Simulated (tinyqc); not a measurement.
Short-channel transistor, virtual-source model with series resistance: one step of the calculation.

The current per gate width is the charge at the top of the source barrier (the virtual source) times its velocity times a saturation function; al and be are fitting constants of the model. Units: I in uA/um, Rs in ohm um, so I Rs = 1e-6 I Rs in volts; Q in uC/cm^2, so I = 1e-4 Q vx0 Fsat with vx0 in cm/s.

Task. Current through the series resistance. Intrinsic voltages Vg' = Vgs - I Rs, Vd' = Vds - 2 I Rs. n = n0 + nd Vd', VT = VT0 - dl Vd', Ff = 1/(1 + exp((Vg' - VT + al Vt/2)/(al Vt))), Q = Cinv n Vt ln(1 + exp((Vg' - VT + al Vt Ff)/(n Vt))), Vdsat = (vx0 L/mu)(1 - Ff) + Vt Ff, Fsat = u/(1 + u^be)^(1/be) with u = Vd'/Vdsat, and I(out) = Q vx0 Fsat per width. (Fsat takes the sign of u.) I(new) = I + 0.3 (I(out) - I).

Values chosen for this exercise: temperature T = 293 K; inversion capacitance Cinv = 2.21 uF/cm^2; velocity at the virtual source vx0 = 2.93e7 cm/s; apparent mobility mu = 200 cm^2/(V s); channel length L = 12 nm; threshold at zero drain voltage VT0 = 0.34 V; drain-induced barrier lowering dl = 0.112 V/V; subthreshold factor n0 = 1.33; growth of n with drain voltage nd = 0.2 1/V; threshold shift (in units of Vt) from weak to strong inversion al = 3.5; sharpness of saturation be = 1.4; series resistance of each contact Rs = 120 ohm um; gate voltage Vgs = 0.75 V; drain voltage Vds = 0.38 V.

Constants: q = 1.602176634e-19 C, kB = 1.380649e-23 J/K, Vt = kB T/q. Results are converted to the units shown.

I at the start = 0 uA/um

Find: Vg'; Vd'; VT; Ff; Q; Vdsat; Fsat; I(out); I after iteration 1.

Result.

Vg' = 0.7500 V
Vd' = 0.3800 V
VT = 0.2974 V
Ff = 0.003607
Q = 1.001 uC/cm^2
Vdsat = 0.1753 V
Fsat = 0.8120
I(out) = 2381 uA/um
I after iteration 1 = 714.4 uA/um

tinyqc, about 0.02 s, one thread, Intel Xeon 2.30GHz (shared host): `OMP_NUM_THREADS=1 python tinyqc.py 2380169 2380170 out.jsonl`
